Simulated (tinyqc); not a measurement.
# Double-gate transistor, scale length and short-channel effects: several studies

A body of thickness ts between two insulators of thickness ti and two tied gates. Below threshold the potential that source and drain add obeys Laplace's equation and vanishes on the gate. Its lowest mode decays along the channel as exp(-k y); k is the smallest positive root of the matching condition at the interface, and the scale length is Lambda = pi/k.

Parameters, values chosen for the exercise; permittivities: semiconductor close to that of silicon, insulator close to that of aluminium oxide:
```
symbol,value,unit,meaning
T,325,K,temperature
eps_r,11.5,,relative permittivity of the semiconductor
ei,8.64,,relative permittivity of the insulator
ti,2.6,nm,insulator thickness
ts,4.4,nm,body thickness
L,20,nm,channel length
Vbi,0.92,V,potential of the source
sT,0.65,V,potential of the barrier top at threshold
Vds,0.6,V,drain voltage
```

Constants: q = 1.602176634e-19 C, kB = 1.380649e-23 J/K, Vt = kB T/q. Results are converted to the units shown.

Each table varies one quantity; the others keep the values above.

## Effect of the body thickness

k is the smallest positive root of f(k) = ei cos(k ti) cos(k ts/2) - eps_r sin(k ti) sin(k ts/2). Along the channel psi(y) = s + a exp(y/l) + b exp(-y/l) with psi(0) = Vbi, psi(L) = Vbi + Vds and l = 1/k = Lambda/pi; with A = Vbi - s, B = A + Vds, x = exp(-L/l): a = (B - A x) x/(1 - x^2), b = (A - B x)/(1 - x^2). The minimum is s + 2 sqrt(a b), at y = (l/2) ln(b/a). The long-channel potential follows the gate as s = sT + (Vg - VTL)/m, and the threshold VT is the gate voltage at which the minimum equals sT. Swing = m Vt ln 10/g at threshold, g = d(minimum)/ds = 1 - (b x + a)/((1 + x) sqrt(a b)). DIBL = [VT(0.05 V) - VT(Vds)]/(Vds - 0.05 V). sT and Vbi are held fixed; m = 1.

Results:
```
ts (nm),Lambda (nm),L/Lambda,VT - VTL at Vds (mV),DIBL (mV/V),swing (mV/decade)
1.8,7.5160,2.6610,-15.376,11.088,66.870
2.2,8.0031,2.4990,-20.038,14.481,67.584
2.7,8.5997,2.3257,-26.698,19.350,68.598
4.2,10.326,1.9369,-51.785,37.895,72.364
5.3,11.547,1.7320,-74.619,55.001,75.731
6.6,12.958,1.5434,-106.02,78.792,80.290
```

Estimate the missing row, ts = 3.4 nm.

Computed row:
```
ts (nm),Lambda (nm),L/Lambda,VT - VTL at Vds (mV),DIBL (mV/V),swing (mV/decade)
3.4,9.4156,2.1241,-37.489,27.291,70.228
```

With this row back in the table: As ts goes from 1.8 to 6.6 nm, Lambda rises from 7.52 to 13.0 nm, DIBL rises from 11.1 to 78.8 mV/V and the swing rises from 66.9 to 80.3 mV a decade. On average Lambda goes as ts^(0.42). For ts = 1.8 to 3.4 nm the semiconductor is under 4 nm thick, where quantum confinement shifts the threshold.

## Effect of the channel length

Same model as above.

The same in every row: Lambda (nm) = 10.55.

Effect of the channel length:
```
L (nm),L/Lambda,VT - VTL at Vds = 0.05 V (mV),VT - VTL at Vds (mV),DIBL (mV/V),swing (mV/decade)
12,1.137,-142.2,-244.4,185.9,99.80
14,1.327,-95.43,-162.7,122.3,88.37
17,1.611,-55.24,-93.23,69.07,78.44
20,1.896,-33.23,-55.67,40.79,72.94
23,2.180,-20.46,-34.09,24.79,69.72
28,2.654,-9.383,-15.55,11.22,66.90
33,3.128,-4.384,-7.247,5.205,65.62
40,3.791,-1.531,-2.527,1.811,64.88
47,4.455,-0.5383,-0.8878,0.6355,64.63
```

What does the table show?

From L = 12 to 47 nm, DIBL falls from 186 to 0.636 mV/V and the swing falls from 99.8 to 64.6 mV a decade (long-channel value 64.5). Between the last two rows the threshold shift at Vds decays with a length of 6.69 nm, against 2 Lambda/pi = 6.72 nm for a shift that goes as exp(-pi L/(2 Lambda)). DIBL first drops below 100 mV/V at L = 17 nm among the rows, L/Lambda = 1.6. For L = 12 to 14 nm L is under 1.5 Lambda, where higher modes, left out of the one-mode potential, count.

## Effect of the relative permittivity of the insulator

Same model as above.

Effect of the relative permittivity of the insulator:
```
ei,Lambda (nm),L/Lambda,VT - VTL at Vds (mV),DIBL (mV/V),swing (mV/decade)
3.9,14.268,1.4017,-139.81,104.66,85.126
5.7,12.273,1.6296,-90.098,66.695,77.988
8.5,10.610,1.8850,-56.726,41.580,73.097
12,9.4728,2.1113,-38.318,27.903,70.353
18,8.4223,2.3747,-24.609,17.820,68.281
27,7.6191,2.6250,-16.305,11.763,67.012
40,7.0247,2.8471,-11.373,8.1857,66.254
```

As ei goes from 3.9 to 40, Lambda falls from 14.3 to 7.02 nm, DIBL falls from 105 to 8.19 mV/V and the swing falls from 85.1 to 66.3 mV a decade. On average Lambda goes as ei^(-0.30). At ei = 3.9 L is under 1.5 Lambda, where higher modes, left out of the one-mode potential, count.

tinyqc, about 0.01 s, one thread, Intel Xeon 2.30GHz (shared host): `OMP_NUM_THREADS=1 python tinyqc.py 2420033 2420034 out.jsonl`
